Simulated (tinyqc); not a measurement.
Inside a calculation. Method: G0W0 on RHF in the sto-3g basis, for H2, spin multiplicity 1. One step of it, computed by the program tinyqc.

Problem. G0W0 on Hartree-Fock: HOMO. W(p,q,m) = sqrt2 sum_ia (pq|ia) (X+Y)_ia,m; Sigma_c(x) = sum_(i,m) W^2/(x - e_i + w_m) + sum_(a,m) W^2/(x - e_a - w_m); solve x = e_p + Sigma_c(x) by Newton steps; Z = 1/(1 - dSigma/dx); 1 hartree = 27.211386 eV.

orbital energies (hartree): MO1 -0.562741, MO2 0.632337

Two-electron integrals over orbitals (pq|rs), unique and non-zero (hartree):
```
(11|11) 0.667322   (21|21) 0.183418   (22|11) 0.656999   (22|22) 0.690550
```

excitation energies w (hartree): 1.518225

X + Y:
```
            1
1>2  0.887218
```

Give: The 12 largest terms at x = e_p; Newton steps; quasiparticle energy of the HOMO; Hartree-Fock value.

Solution.

The 12 largest terms at x = e_p (hartree; W for the signs of X + Y given):
```
q  m       W     term
2  1  0.2301  -0.0195
```

Newton steps (hartree):
```
step        x  Sigma_c(x)       Z
0     -0.5627     -0.0195  0.9929
1     -0.5821     -0.0194  0.9930
2     -0.5821     -0.0194  0.9930
```

quasiparticle energy of the HOMO = -15.8404 eV

Hartree-Fock value = -15.3130 eV
